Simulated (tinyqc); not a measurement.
# Inputs raised by 5 %, one at a time

Model: Debye-Callaway model of lattice thermal conductivity. Computed by tinyqc, a small Python program. Command: `OMP_NUM_THREADS=1 python tinyqc.py 3015786 3015787 out.jsonl callaway sens`. One thread of a shared host (Intel(R) Xeon(R) Processor @ 2.30GHz), about 0.04 s of CPU time with the checks.

Three acoustic branches with one velocity v, cut at omega_D = k_B Theta/hbar; x = hbar omega/(k_B T). v and Theta are separate inputs: Theta cuts off the heat-carrying modes, so C need not reach 3 k_B/V. gamma is an effective value that sets the umklapp rate. Heat flows along the wire.

Inputs (values chosen for the exercise, for a model crystal):
```
quantity                                value        unit
sound velocity v                         4510         m/s
Debye temperature Theta                   303           K
volume per atom V                        32.6  angstrom^3
mean atomic mass M                        157           u
effective Grueneisen parameter gamma     1.66           -
umklapp exponent divisor b                  2           -
mass variance Gamma                   2.1e-05           -
wire diameter D                           1.1  micrometre
specularity p                             0.2           -
normal-process factor f_N                 2.8           -
temperature T                              40           K
probe frequency omega/omega_D            0.17           -
```

Sample: wire. Point defects: isotopes. Normal processes: included.

Constants: k_B = 1.380649e-23 J/K; hbar = 1.054571817e-34 J s; u = 1.6605390666e-27 kg.

Method:
- Gamma is given directly by the isotope mixture. A = V Gamma/(4 pi v^3).
- Rates: point defects A omega^4; umklapp B omega^2 T exp(-Theta/(b T)) with B = hbar gamma^2/(M v^2 Theta); normal processes f_N B omega^2 T (T/Theta)^2. Boundaries: v/Lambda_B with Lambda_B = D (1 + p)/(1 - p).
- The resistive time is tau_R = 1/(boundary + point-defect + umklapp rates), and the free path is v tau_R.
- kappa_1 = c int tau_C g dx, g = x^4 e^x/(e^x - 1)^2, c = (k_B/(2 pi^2 v)) (k_B T/hbar)^3, over 0 < x < min(Theta/T, 40), by 96 Gauss-Legendre points in s with x = x_max s^2; 1/tau_C = 1/tau_R + 1/tau_N; kappa_2 = c [int (tau_C/tau_N) g dx]^2 / int (tau_C/(tau_N tau_R)) g dx; kappa = kappa_1 + kappa_2.
- Heat capacity C = 3 c int g dx / v^2; grey free path 3 kappa/(C v); the median free path v tau_C halves kappa_1 when the quadrature points are ordered by free path (each counted at half its weight, interpolated in the logarithm); likewise at 10 % and 90 %.

Runs:
```
input moved                              from         to  kappa (W/(m K))  heat capacity C (J/(m^3 K))  grey free path (nm)  free path (nm)
base run                                    -          -            166.9                        75340                 1474            1645
sound velocity v (m/s)                   4510     4735.5            153.9                        65082                 1498            1646
Debye temperature Theta (K)               303     318.15            170.7                        77264                 1469            1645
mean atomic mass M (u)                    157     164.85            167.1                        75340                 1476            1645
effective Grueneisen parameter gamma     1.66      1.743            166.5                        75340                 1470            1644
mass variance Gamma                   2.1e-05  2.205e-05            166.3                        75340                 1469            1645
normal-process factor f_N                 2.8       2.94            166.9                        75340                 1474            1645
temperature T (K)                          40         42            184.9                        84690                 1453            1644
```

Exponents ln(y'/y) / ln(x'/x):
```
input                                  kappa  heat capacity C  grey free path  free path
sound velocity v                      -1.663           -3.000           0.337      0.009
Debye temperature Theta                0.457            0.517          -0.060      0.005
mean atomic mass M                     0.026            0.000           0.026      0.003
effective Grueneisen parameter gamma  -0.056            0.000          -0.056     -0.006
mass variance Gamma                   -0.071            0.000          -0.071      0.000
normal-process factor f_N             -0.001            0.000          -0.001      0.000
temperature T                          2.100            2.398          -0.297     -0.014
```

Which inputs matter most for each result?

Among the inputs moved here: kappa answers most in size to temperature T (exponent +2.100), next to sound velocity v (-1.663). Heat capacity C answers most in size to sound velocity v (exponent -3.000), next to temperature T (+2.398); its exponent is below 0.0005 for mean atomic mass M, effective Grueneisen parameter gamma, mass variance Gamma, normal-process factor f_N. grey free path answers most in size to sound velocity v (exponent +0.337), next to temperature T (-0.297). Free path answers most in size to temperature T (exponent -0.014), next to sound velocity v (+0.009); its exponent is below 0.0005 for mass variance Gamma, normal-process factor f_N.
